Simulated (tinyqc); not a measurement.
One-diode model of a solar cell: one step of the calculation.

J is the current delivered and Vj = V + J Rs the junction voltage. J = X JL - J01 (exp(Vj/(n1 Vt)) - 1) - Vj/Rp. The photocurrent does not depend on voltage.

Problem. New Vj. Maximum power: dP/dVj = f = J (1 + 2 Rs G) - G Vj = 0. G = -dJ/dVj = J01 exp(Vj/(n1 Vt))/(n1 Vt) + 1/Rp. H = dG/dVj; f' = -2 G - 2 Rs G^2 + (2 Rs J - Vj) H; Vj(new) = Vj - f/f'.

Parameters, values chosen for the exercise; values of the order met in cells of CIGS: temperature T = 298.15 K; photocurrent at one sun JL = 29.7 mA/cm^2; concentration X = 1 suns; saturation current of the diode J01 = 3.8e-13 A/cm^2; ideality factor of the diode n1 = 1.05; series resistance Rs = 1.2 ohm cm^2; shunt resistance Rp = 30000 ohm cm^2.

Constants: q = 1.602176634e-19 C, kB = 1.380649e-23 J/K, Vt = kB T/q. Results are converted to the units shown.

Vj at the start = 0.61 V

Wanted: J; G; H; f; f'; Vj after iteration 1.

Solution.

J = 27.168 mA/cm^2
G = 0.093126 S/cm^2
H = 3.4508 S/(cm^2 V)
f = -23.566 mA/cm^2
f' = -2.0870 S/cm^2
Vj after iteration 1 = 0.59871 V

Computed by the program tinyqc: `OMP_NUM_THREADS=1 python tinyqc.py 2280125 2280126 out.jsonl`, one thread of a shared Intel Xeon 2.30GHz, about 0.01 s for the whole run.
